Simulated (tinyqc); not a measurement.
Electron-beam lithography: double-Gaussian proximity function, edge placement and dose correction for parallel lines: one step, computed by the program tinyqc.

Lines are infinitely long. Absorbed energy is counted so that the middle of a very large area written at dose 1 receives 1; the resist develops where it exceeds 1/2.

Problem. Dose correction. Uncorrected edge energies are M 1. Solve M d = 1/2 for the doses d that put the mean edge energy of every line at the threshold.

M:
```
           1          2          3          4
1  0.2576342  0.0063574  0.0018957  0.0022290
2  0.0063574  0.2576342  0.0019104  0.0022657
3  0.0063195  0.0063686  0.2511574  0.0022833
4  0.0061921  0.0062942  0.0019027  0.2531852
```

Give: edge energies at dose 1; corrected doses; largest over smallest dose.

Solution.

edge energies at dose 1: 1 0.26812, 2 0.26817, 3 0.26613, 4 0.26757

corrected doses: 1 1.8647, 2 1.8643, 3 1.8796, 4 1.8688

largest over smallest dose = 1.0082
